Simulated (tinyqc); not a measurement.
Bandgap voltage reference from two bipolar transistors: effect of the offset of the amplifier.

Two transistors of area 1 and N carry the same current I. Is(T) = Is (T/T0)^eta exp[(Vg0 q/kB)(1/T0 - 1/T)], VBE1 = Vt ln(I/Is(T)) + I rb, VBE2 = Vt ln(I/(N Is(T))) + I rb/N. The amplifier forces I R1(T) = VBE1 - VBE2 + Vos, with R(T) = R (1 + tc (T - T0)) for both resistors, and the output is Vref = VBE1 + I R2(T). Base currents and the Early effect are neglected.

Vt = kB T/q; I = (Vt ln N + Vos)/(R1(T) - rb (1 - 1/N)). Box coefficient: span of Vref between 233 and 398 K over its average over T and over 165 K. The last column is the R2 that gives zero slope at T0.

Values chosen for this exercise; values of the order met in silicon bipolar transistors: reference temperature T0 = 300 K; band-gap voltage extrapolated to 0 K Vg0 = 1.207 V; temperature exponent of the saturation current eta = 3.7; saturation current of the unit transistor at T0 Is = 1e-15 A; area ratio of the second transistor N = 8; resistor across which the difference of VBE falls, at T0 R1 = 21 kohm; temperature coefficient of both resistors tc = 1800 ppm/K; series resistance of the unit transistor rb = 0 ohm; output resistor at T0 R2 = 291.2 kohm.

Constants: q = 1.602176634e-19 C, kB = 1.380649e-23 J/K. Results are converted to the units shown.

Effect of the offset of the amplifier:

| Vos (mV) | I at T0 (uA) | Vref at T0 (V) | slope at T0 (uV/K) | box coefficient (ppm/K) | R2 for zero slope (kohm) |
|---|---|---|---|---|---|
| -5 | 2.322 | 1.234 | 49.48 | 34.56 | 285.4 |
| -3 | 2.417 | 1.262 | 49.20 | 33.59 | 285.4 |
| -1 | 2.512 | 1.291 | 49.07 | 32.77 | 285.4 |
| 0 | 2.560 | 1.305 | 49.06 | 32.40 | 285.5 |
| 1 | 2.608 | 1.320 | 49.07 | 32.05 | 285.4 |
| 3 | 2.703 | 1.348 | 49.18 | 31.44 | 285.4 |
| 5 | 2.798 | 1.377 | 49.39 | 30.90 | 285.4 |

Read the table: what changes, and by how much?

As Vos goes from -5 to 5, Vref rises from 1.234 to 1.377 V and the box coefficient falls from 34.6 to 30.9 ppm/K. Each mV of offset moves Vref by 14.3 mV, about R2/R1 = 13.9 plus the change of VBE1 with the current.

Program tinyqc, `OMP_NUM_THREADS=1 python tinyqc.py 2062146 2062147 out.jsonl`; Intel Xeon 2.30GHz, shared host, one thread, about 0.02 s.
